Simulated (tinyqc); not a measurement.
Worked calculation: UHF in the sto-3g basis, for H6, spin multiplicity 1. This run ends on a higher stationary point, not on the lowest solution. Computed by tinyqc, a small Python program that keeps every step (integrals from PySCF). Settings: charge = 0, multiplicity = 1, basis = sto-3g, energy threshold = 1e-10, iteration cap = 77, orthogonalisation = symmetric, start = core, DIIS depth = 6, method = UHF, break = 0.2. Command: `OMP_NUM_THREADS=1 python tinyqc.py 27687 27688 out.jsonl` (the two numbers bound the seeds that draw the settings). One thread of a shared host (Intel(R) Xeon(R) Processor @ 2.60GHz), about 0.1 s of CPU time with the checks.

Geometry (angstrom):
```
atom         x         y         z
H     0.000000  0.000000  0.000000
H     0.000000  0.000000  1.363000
H     0.000000  0.000000  2.924000
H     0.000000  0.000000  4.287000
H     0.000000  0.000000  5.849000
H     0.000000  0.000000  7.212000
```

Stop when the energy changes by less than 1e-10 hartree and every element of the error matrix X^T (F D S - S D F) X (for each spin) is below 3e-06.

Course of the cycle:
```
iteration  E (hartree)     change  largest element of the error matrix
1          -2.36827692          -                             2.07e-01
2          -2.81326621  -4.45e-01                             7.38e-02
3          -2.86168927  -4.84e-02                             1.48e-02
4          -2.86666097  -4.97e-03                             1.10e-02
5          -2.86813721  -1.48e-03                             1.26e-02
6          -2.86389447   4.24e-03                             2.42e-03
7          -2.86397182  -7.73e-05                             2.97e-03
8          -2.86383196   1.40e-04                             2.59e-03
9          -2.86357062   2.61e-04                             2.00e-04
10         -2.86357048   1.45e-07                             4.52e-05
11         -2.86357048  -1.44e-09                             1.96e-05
12         -2.86357048  -7.05e-10                             1.48e-05
13         -2.86357048  -9.36e-10                             1.64e-05
14         -2.86357047   6.12e-09                             7.34e-06
15         -2.86357047   3.66e-10                             4.69e-06
16         -2.86357047   1.52e-10                             4.23e-06
17         -2.86357047   2.57e-10                             4.09e-06
18         -2.86357047  -2.74e-12                             4.17e-06
19         -2.86357047   1.41e-10                             3.14e-06
20         -2.86357047   2.22e-10                             2.44e-07
21         -2.86357047   4.39e-13                             3.50e-08
```

Can the last value be used, and what does the course show?

No, though the log alone does not show it. Converged in 21 iterations. But the solution lies 0.07779 hartree above the reference: it is another stationary point, not the lowest one. Reruns (cap 100 unless said): DIIS 8: converged in 15 to a higher stationary point; damping 0.5: converged in 79; level shift 0.5: converged in 60; atomic densities as start, DIIS 8: converged in 10 to a higher stationary point. PySCF UHF in the same basis, after a stability check = -2.94136178 hartree.
